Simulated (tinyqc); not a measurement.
Sweep of a uniaxial [001] stress: six-band Luttinger-Kohn model with strain.

Six-band Luttinger-Kohn model in the basis |3/2,3/2>, |3/2,1/2>, |3/2,-1/2>, |3/2,-3/2>, |1/2,1/2>, |1/2,-1/2>, electron energies, zero at the top of the unstrained valence band. H = -[rows: (P+Q, -S, R, 0, -S/r2, r2 R); (-S*, P-Q, 0, R, -r2 Q, r32 S); (R*, 0, P-Q, S, r32 S*, r2 Q); (0, R*, S*, P+Q, -r2 R*, -S*/r2); (-S*/r2, -r2 Q, r32 S, -r2 R, P+Dso, 0); (r2 R*, r32 S*, r2 Q, -S/r2, 0, P+Dso)], r2 = sqrt(2), r32 = sqrt(3/2). Levels are twofold.

P = c g1 k^2 - av tr(e); Q = c g2 (kx^2 + ky^2 - 2 kz^2) - (b/2)(exx + eyy - 2 ezz); R = c sqrt3 [-g2 (kx^2 - ky^2) + 2i g3 kx ky] + (sqrt3/2) b (exx - eyy) - i d exy; S = 2 c sqrt3 g3 (kx - i ky) kz - d (exz - i eyz); c = hbar^2/2m0, e the strain tensor (not engineering shear).

s11 = (C11 + C12)/((C11 - C12)(C11 + 2 C12)), s12 = -C12/((C11 - C12)(C11 + 2 C12)), s44 = 1/C44; exx = s11 sxx + s12 (syy + szz) and cyclic, exy = s44 sxy/2; tension is positive. A uniaxial stress X along the unit vector n is s_ij = X n_i n_j.

Constants: hbar^2/2m0 = 3.80998211 eV angstrom^2.

Parameters, chosen for this exercise (near those of Si; shifted at random, so the results belong to these values and not to a real crystal):
- Dso = 0.042 eV (spin-orbit splitting)
- g1 = 4.27 (Luttinger gamma1)
- g2 = 0.34 (gamma2)
- g3 = 1.44 (gamma3)
- av = 2.43 eV (valence hydrostatic potential)
- b = -1.98 eV (tetragonal shear potential)
- d = -4.77 eV (trigonal shear potential)
- C11 = 161.7 GPa
- C12 = 64 GPa
- C44 = 83.5 GPa
- load = uniaxial [001] (kind of stress)

Edges at k = 0 and curvature masses of the top pair along [100] and [001] (step 0.0002 1/angstrom); at zero stress the top is fourfold and has no single curvature.

Edges and masses:

| X (GPa) | top (eV) | second (eV) | third (eV) | splitting (meV) | m [100] | m [001] |
|---|---|---|---|---|---|---|
| -3.00 | 0.0844 | -0.0860 | -0.1159 | 170.4 | 0.278 | 0.178 |
| -2.00 | 0.0531 | -0.0573 | -0.0881 | 110.4 | 0.277 | 0.179 |
| -1.00 | 0.0231 | -0.0287 | -0.0616 | 51.7 | 0.274 | 0.181 |
| 0.00 | 0.0000 | 0.0000 | -0.0420 | 0.0 | - | - |
| 1.00 | 0.0287 | 0.0079 | -0.0534 | 20.7 | 0.217 | 0.279 |
| 2.00 | 0.0573 | 0.0328 | -0.0818 | 24.5 | 0.217 | 0.279 |
| 3.00 | 0.0860 | 0.0603 | -0.1127 | 25.7 | 0.217 | 0.279 |

The splitting reaches 170.4 meV under compression and 25.7 meV under the same tension; linear shear terms alone would make the two equal, and the difference comes from the coupling to the split-off band. At the ends of the sweep the top pair has a mass along [100] of 0.278 under compression and 0.217 under tension, so tension gives the lighter holes along [100]; along [001] it has 0.178 and 0.279. The top edge itself moves by +84 and +86 meV. The ends of the sweep mean strains up to 2.4 %, beyond the range of linear deformation potentials.

tinyqc: `OMP_NUM_THREADS=1 python tinyqc.py 1050930 1050931 out.jsonl`; about 0.2 s, one thread, shared Intel(R) Xeon(R) Processor @ 2.30GHz.
